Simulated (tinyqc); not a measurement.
Landau-Devonshire theory of a uniaxial ferroelectric: one step, computed by the program tinyqc.

G(P) = (alpha/2) P^2 + (beta*/4) P^4 + (gamma/6) P^6 - E P per volume, SI units, one domain, P along the polar axis, which is normal to the film.

Problem. A capacitor with imperfect screening. Between shorted electrodes with screening length lambda each, the depolarising field is -k P, k = 2 lambda/(eps_0 (d + 2 lambda eps_b)), so alpha turns into alpha + k. Ps^2 = [-beta* + sqrt(beta*^2 - 4 alpha gamma)]/(2 gamma). The polar state is the lowest uniform state while alpha + k < 0 (beta* > 0) or < 3 beta*^2/(16 gamma) (beta* < 0); setting the equality gives the critical thickness d_c.

Inputs (values chosen for the exercise, for a model ferroelectric): Curie-Weiss temperature T0 = 450 K; gamma = 3.52e+09 J m^9/C^6; temperature T = 427 K; film thickness d = 11 nm; screening length lambda = 0.0045 nm; background permittivity eps_b = 10.

Sample: epitaxial film.

alpha = -5.717414e+08 J m/C^2

beta* = 1.837310e+09 J m^5/C^4

Constants: eps_0 = 8.8541878128e-12 F/m.

Give: depolarising coefficient k; polarisation of the film; size of the depolarising field; critical thickness d_c.

Solution.

depolarising coefficient k = 9.166e+07 J m/C^2

polarisation of the film = 43.73 microcoulomb/cm^2

size of the depolarising field = 40.08 MV/m

critical thickness d_c = 1.688 nm
